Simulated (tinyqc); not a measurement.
Inside a calculation. Method: plane-wave Kohn-Sham cycle with exchange-only LDA in a layered model solid. One step of it, computed by the program tinyqc.

Task: Iteration 1: Hamiltonian at one k. H(m,m') = (k + G_m)^2/2 delta + V(G_m - G_m'), with V(-G) = V(G).

A solid whose potential varies along x alone (atomic units):
```
parameter                      value
period a                   14.500000
cross-section of the cell  30.000000
electrons per cell                 4
grid points                       16
plane waves -n..n, n               3
k points                           4
V1 in V1 cos(2 pi x/a)     -0.630000
```

V(G_m), m = 0, 1, 2, ... (hartree): -0.206307  -0.315000  0.000000  0.000000  0.000000  0.000000  0.000000

k = 0.125000 2 pi / a

Give: H.

Result:

H (hartree):
```
        -3      -2      -1      +0      +1      +2      +3
-3   0.570  -0.315   0.000   0.000   0.000   0.000   0.000
-2  -0.315   0.124  -0.315   0.000   0.000   0.000   0.000
-1   0.000  -0.315  -0.134  -0.315   0.000   0.000   0.000
+0   0.000   0.000  -0.315  -0.205  -0.315   0.000   0.000
+1   0.000   0.000   0.000  -0.315  -0.087  -0.315   0.000
+2   0.000   0.000   0.000   0.000  -0.315   0.218  -0.315
+3   0.000   0.000   0.000   0.000   0.000  -0.315   0.711
```
